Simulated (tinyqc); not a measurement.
Thickness and doping from the maximum and minimum capacitance.

Problem. A MOS capacitor has Cmax = Cox = eps0 eox/tox and 1/Cmin = 1/Cox + Wm/(eps0 eps_r), with Wm = sqrt(4 eps0 eps_r Vt ln(N/ni)/(q N)) and N well above ni. Find tox, Wm and N.

Values chosen for this exercise; band and dielectric values close to those of germanium:
- T = 400 K (temperature)
- eps_r = 16 (relative permittivity)
- eox = 3.9 (relative permittivity of the gate insulator (close to silicon dioxide))

Constants: q = 1.602176634e-19 C, kB = 1.380649e-23 J/K, Vt = kB T/q, eps0 = 8.8541878128e-14 F/cm where lengths are in cm. Results are converted to the units shown.

Cmax = 2.3020888 uF/cm^2
Cmin = 0.42252799 uF/cm^2
ni = 7.5126638e14 cm^-3

Solution. Cmax gives tox and the series difference Wm. N follows by iterating N = 4 eps0 eps_r Vt ln(N/ni)/(q Wm^2); ln(N/ni)/N falls steadily for N > e ni, so there is one root in that range.

tox = 1.500 nm
Wm = 27.37 nm
N = 1.200e18 cm^-3

tinyqc, about 0.01 s, one thread, Intel Xeon 2.30GHz (shared host): `OMP_NUM_THREADS=1 python tinyqc.py 2060112 2060113 out.jsonl`
